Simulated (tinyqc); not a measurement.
# Gated two-dimensional channel with two bands, quantum capacitance: two studies

phi is the Fermi level above the lowest band edge, in volts; Vg is counted from the gate voltage at which an empty channel would have phi = 0. The channel has no thickness; trap charge is -q Dit phi.

Values chosen for this exercise; lowest band close to that of a thin InAs body: temperature T = 400 K; relative permittivity of the gate insulator (close to silicon dioxide) eox = 3.9; insulator thickness tox = 9 nm; in-plane mass md = 0.0367 m0; valley degeneracy gv = 1; in-plane mass of a second band, chosen freely m2 = 0.07 m0; valley degeneracy of that band, chosen freely g2 = 1; second band edge above the first E2 = 0.28 eV; density of traps Dit = 0 cm^-2 eV^-1; gate voltage Vg = 0.95 V.

Constants: q = 1.602176634e-19 C, kB = 1.380649e-23 J/K, hbar = 1.054571817e-34 J s, m0 = 9.1093837015e-31 kg, Vt = kB T/q, eps0 = 8.8541878128e-14 F/cm where lengths are in cm. Results are converted to the units shown.

Each table varies one quantity; the others keep the values above.

## Effect of the gate voltage

D1 = gv md m0 q/(pi hbar^2), D2 = g2 m2 m0 q/(pi hbar^2) per eV; n1 = D1 Vt ln(1 + exp(phi/Vt)), n2 = D2 Vt ln(1 + exp((phi - E2)/Vt)), n = n1 + n2; Cq = q dn/dphi = q [D1/(1 + exp(-phi/Vt)) + D2/(1 + exp((E2 - phi)/Vt))]. Cox = eps0 eox/tox; Vg = phi + q (n + Dit phi)/Cox. 1/C_G = 1/Cox + 1/(Cq + q Dit); dphi/dVg = Cox/(Cox + Cq + q Dit).

The same in every row: Cox (uF/cm^2) = 0.3837.

Result of one run:
```
Vg (V)   phi (V)  n (cm^-2)  Cq (uF/cm^2)  C_G (uF/cm^2)  dphi/dVg  share of the second band (%)
0.02    -0.04007   1.439e11        0.5855         0.2318    0.3959                       0.06497
```

What becomes of these results when the gate voltage Vg is changed from 0.02 to 0.36 V, all else the same?

Result of the changed run:
```
Vg (V)  phi (V)  n (cm^-2)  Cq (uF/cm^2)  C_G (uF/cm^2)  dphi/dVg  share of the second band (%)
0.36    0.04057   7.649e11         1.882         0.3187    0.1693                        0.1267
```

The whole series:
```
Vg (V)    phi (V)  n (cm^-2)  Cq (uF/cm^2)  C_G (uF/cm^2)  dphi/dVg  share of the second band (%)
-0.2      -0.2007    1.565e9      0.007263       0.007128    0.9814                       0.05662
-0.09     -0.1014   2.722e10        0.1233        0.09332    0.7568                       0.05802
0.02     -0.04007   1.439e11        0.5855         0.2318    0.3959                       0.06497
0.13    -0.005667   3.249e11         1.129         0.2863    0.2537                       0.07805
0.24      0.01875   5.298e11         1.557         0.3078    0.1978                       0.09718
0.36      0.04057   7.649e11         1.882         0.3187    0.1693                        0.1267
0.47      0.05837   9.857e11         2.082         0.3240    0.1556                        0.1648
0.58      0.07501   1.209e12         2.218         0.3271    0.1475                        0.2175
0.69      0.09093   1.435e12         2.312         0.3291    0.1423                        0.2908
0.8        0.1064   1.661e12         2.379         0.3304    0.1389                        0.3928
```

As Vg goes from -0.2 to 0.8, Cq rises from 0.00726 to 2.38 uF/cm^2, C_G/Cox rises from 0.0186 to 0.861 and n rises from 1.56e9 to 1.66e12 cm^-2. Cq is below Cox for Vg = -0.2, -0.09; there the density of states limits the response dn/dVg more than the insulator does.

## Effect of the insulator thickness

Same model as above.

Effect of the insulator thickness:
```
tox (nm)  phi (V)  n (cm^-2)  Cq (uF/cm^2)  Cox (uF/cm^2)  C_G (uF/cm^2)  dphi/dVg  share of the second band (%)
0.5        0.5604   1.679e13         7.140          6.906          3.511    0.4917                         48.83
0.9        0.4514   1.194e13         7.109          3.837          2.492    0.3505                         42.04
1.6        0.3599   7.949e12         6.721          2.158          1.634    0.2431                         30.59
2.9        0.2797   4.982e12         4.787          1.191         0.9536    0.1992                         13.93
5.2        0.1976   3.119e12         2.841         0.6641         0.5383    0.1895                         2.829
9.3        0.1233   1.916e12         2.439         0.3713         0.3222    0.1321                        0.5556
17        0.06832   1.118e12         2.169         0.2031         0.1857   0.08563                        0.1939
30        0.03133   6.600e11         1.754         0.1151         0.1080   0.06157                        0.1124
```

What does the comparison show?

As tox goes from 0.5 to 30, Cq falls from 7.14 to 1.75 uF/cm^2, C_G/Cox rises from 0.508 to 0.938 and n falls from 1.68e13 to 6.60e11 cm^-2. Cq exceeds Cox in every row, so the insulator is the tighter limit, though Cq still cuts C_G by up to 49 %. With the insulator thinned by a factor of 60.0, the charge grows only by 25.4 while Cox grows by 60.0. For tox = 0.5, 0.9, 1.6 phi exceeds 0.3 V, where non-parabolicity and further bands matter for so light a mass.

Numbers from tinyqc (`OMP_NUM_THREADS=1 python tinyqc.py 2200063 2200064 out.jsonl`; about 0.01 s on one thread of a shared Intel Xeon 2.30GHz).
